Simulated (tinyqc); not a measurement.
# Stacked nanosheet transistor, parasitic resistance, capacitance and delay: what changes with what

Ns sheets share one contact on top; each has perimeter p = 2 (Ws + ts) and cross-section A = Ws ts; contact width Wc = Ws + 10 nm, stack height Hs = Ns pv. Sheet 1 is the top one. Contact length Lc = CPP - Lg - 2 Lsp, shared by two neighbouring gates. Source and drain sides are equal. The formulas are first-order estimates, not field solutions.

Parameters, values chosen for the exercise; values close to those of silicon logic devices: temperature T = 300 K; number of sheets Ns = 3; sheet width Ws = 50 nm; sheet thickness ts = 7 nm; vertical pitch of the sheets pv = 12 nm; vertical resistance between sheet levels rv = 36 ohm; contacted gate pitch CPP = 70 nm; gate length Lg = 16 nm; spacer length Lsp = 5 nm; relative permittivity of the spacer ks = 4.5; gate height above the channel stack Hc = 30 nm; contact resistivity rc = 1.4e-9 ohm cm^2; resistivity of the source-drain epitaxy re = 0.00033 ohm cm; current-carrying depth of the epitaxy te = 20 nm; resistivity of the extension rx = 0.00079 ohm cm; gate overlap Lov = 0.5 nm; inversion capacitance Cinv = 2.5 uF/cm^2; injection velocity vx = 1.1e7 cm/s; apparent mobility mu = 120 cm^2/(V s); threshold at zero drain voltage VT = 0.29 V; barrier lowering dl = 0.054 V/V; subthreshold factor n = 1.24; wire load Cw = 0.33 fF; supply voltage Vdd = 0.8 V.

Constants: q = 1.602176634e-19 C, kB = 1.380649e-23 J/K, eps0 = 8.8541878128e-12 F/m, Vt = kB T/q. Results are converted to the units shown.

Each table varies one quantity; the others keep the values above.

## Effect of the vertical resistance between sheet levels

Epitaxy sheet resistance Rsh = re/te, transfer length LT = sqrt(rc/Rsh), contact Rc = [sqrt(rc Rsh)/Wc] coth(Lc/(2 LT)); extension of one sheet Rx = rx Lsp/A. With N sheets: gate Cg = Cinv p N Lg; per side, plate Cp = ks eps0 [Wc (Hs + Hc) - N A]/Lsp, top fringe Cf = (2/pi) ks eps0 Wc ln(1 + Lg/(2 Lsp)), overlap Co = Cinv p N Lov. One sheet: I = p Q vx u/(1 + |u|^1.8)^(1/1.8), Q = Cinv n Vt ln(1 + exp((Vg' - VT + dl Vd')/(n Vt))), u = Vd' mu/(vx Lg), Vg' = Vgs - v, Vd' = Vds - 2 v, with the drop on each side v_j = Rc sum I + rv (sum over levels k = 2..j of the current of sheets k..Ns) + Rx I_j. Ieff = [I(Vgs = Vdd, Vds = Vdd/2) + I(Vdd/2, Vdd)]/2, total currents. With Cs = Cp + Cf + Co, the load of an inverter of two such devices driving an equal one is CL = 2 (Cg + 2 Cs) + 4 Cs + Cw (own drains counted twice for the Miller effect); delay CL Vdd/(2 Ieff).

The same in every row: Rc (ohm) = 125.5; Rx/N (ohm) = 37.62; CL (aF) = 834.9.

Effect of the vertical resistance between sheet levels:
```
rv (ohm)  Ieff (uA)  delay (ps)
0             247.6       1.349
50            239.9       1.392
100           232.8       1.435
200           219.9       1.519
400           199.0       1.678
800           172.0       1.942
```

Read the table: what changes, and by how much?

As rv goes from 0 to 800 ohm, Ieff falls from 248 to 172 uA, CL stays at 835 aF and the delay rises from 1.35 to 1.94 ps.

## Effect of the contact resistivity

Same model as above.

The same in every row: Rx/N (ohm) = 37.62; CL (aF) = 834.9.

Results:
```
rc (ohm cm^2)  Rc (ohm)  Ieff (uA)  delay (ps)
1e-10             21.56      273.0       1.224
2.1e-10           32.31      269.5       1.239
4.5e-10           52.21      263.3       1.268
9.7e-10           92.62      251.3       1.329
2.1e-9            178.8      227.9       1.465
9.4e-9            732.2      133.9       2.494
2e-8               1535      81.87       4.079
```

Estimate the missing row, rc = 4.4e-9 ohm cm^2.

Computed row:
```
rc (ohm cm^2)  Rc (ohm)  Ieff (uA)  delay (ps)
4.4e-9            353.3      189.0       1.767
```

With this row back in the table: As rc goes from 1e-10 to 2e-8 ohm cm^2, Ieff falls from 273 to 81.9 uA, CL stays at 835 aF and the delay rises from 1.22 to 4.08 ps. Rc goes as rc^(0.55) at the start and rc^(0.98) at the end (1/2 for a long contact, 1 for a short one). For rc = 1e-10 to 2.1e-10 ohm cm^2 rc lies near or below the quantum limit of metal-silicon contacts.

Program tinyqc, `OMP_NUM_THREADS=1 python tinyqc.py 2170042 2170043 out.jsonl`; Intel Xeon 2.30GHz, shared host, one thread, about 0.05 s.
